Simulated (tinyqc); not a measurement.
# Worked calculation: n-type polysilicon, carrier trapping at grain boundaries

tinyqc, about 0.01 s, one thread, Intel Xeon 2.30GHz (shared host): `OMP_NUM_THREADS=1 python tinyqc.py 2830037 2830038 out.jsonl` Printed values are rounded.

One-dimensional grains of size Lg, uniform ionised doping N, monovalent traps Qt at each boundary at a depth Et below (for electrons) or above (for holes) the band edge there, abrupt depletion of width W on each side of a boundary, Boltzmann statistics. xi is the distance from the band edge at the grain centre to the Fermi level. Trapped charge Qt/(1 + exp((xi + VB - Et)/Vt)) = 2 N W, barrier VB = q N W^2/(2 eps0 eps_r).

Inputs (values chosen for the exercise); values of the order met in polycrystalline silicon:
```
symbol,value,unit,meaning
T,400,K,temperature
eps_r,11.7,,relative permittivity
NB,4.31e19,cm^-3,conduction-band density of states at T
Lg,170,nm,grain size
Qt,6.1e11,cm^-2,trap density of a grain boundary
Et,0.33,eV,depth of the trap level from the majority band edge at the boundary
ms,0.34,m0,mass for thermionic emission
fe,0.12,,correction factor of the emission rate
mug,110,cm^2/(V s),mobility inside the grains
N,1.6e17,cm^-3,doping
```

Constants: q = 1.602176634e-19 C, kB = 1.380649e-23 J/K, m0 = 9.1093837015e-31 kg, Vt = kB T/q, eps0 = 8.8541878128e-14 F/cm where lengths are in cm. Results are converted to the units shown.

## Starting value

W = 15 nm.

W at the start = 15 nm

## Iteration 1: new W

Partly depleted grain, xi = Vt ln(NB/N): f = 1/(1 + exp((xi + VB - Et)/Vt)), g = Qt f - 2 N W, g' = -2 Qt f (1 - f) VB/(W Vt) - 2 N, W(new) = W - g/g'.

VB = 0.0278387 V
f = 0.959689
g = 1.05410e11 cm^-2
g' = -3.45412e10 cm^-2/nm
W after iteration 1 = 18.0517 nm

## Iteration 2: new W

As before.

VB = 0.0403184 V
f = 0.943103
g = -2.36247e9 cm^-2
g' = -3.62419e10 cm^-2/nm
W after iteration 2 = 17.9865 nm

## Course of the iteration

Stop when the step is below 1e-10 nm, or after 40 iterations.

Course of the iteration:
```
iteration,W before the step (nm),step (nm)
1,15,3.05
2,18.0517,-0.0652
3,17.9865,-4.22e-5
4,17.9865,-1.76e-11
```

Converged in 4 iterations.

## Depletion width, Fermi level and barrier

If the trap equation with xi = Vt ln(NB/N) has a root W < Lg/2, the grain is partly depleted; otherwise W = Lg/2 and the trap equation gives xi = Et - VB + Vt ln(Qt/(N Lg) - 1). N* = Qt/Lg.

N* = 3.58824e16 cm^-3
W = 17.9865 nm
xi = 0.192894 V
VB = 0.0400276 V
share of traps filled = 0.943554

N is 4.46 N*, and the grain is partly depleted; VB = 1.16 Vt.

## Resistivity and effective mobility

n0 = NB exp(-xi/Vt); mean density n0 (1 - 2 W/Lg) by charge balance in a partly depleted grain, and n0 (sqrt(pi)/2) erf(u)/u with u = sqrt(VB/Vt) in a fully depleted one; v = sqrt(kB T/(2 pi ms m0)); barrier resistivity Vt exp(VB/Vt)/(q fe n0 v Lg); grain resistivity (1 - 2 W/Lg)/(q n0 mug); effective mobility 1/(q mean density total resistivity).

n0 = 1.6e17 cm^-3
mean density = 1.26143e17 cm^-3
v = 5.32718e6 cm/s
barrier resistivity = 0.395184 ohm cm
grain resistivity = 0.279589 ohm cm
resistivity = 0.674773 ohm cm
effective mobility = 73.3277 cm^2/(V s)

The resistivity is 1.90 times that of a single crystal with the same N and mobility mug, and the mean density is 78.8 % of N.
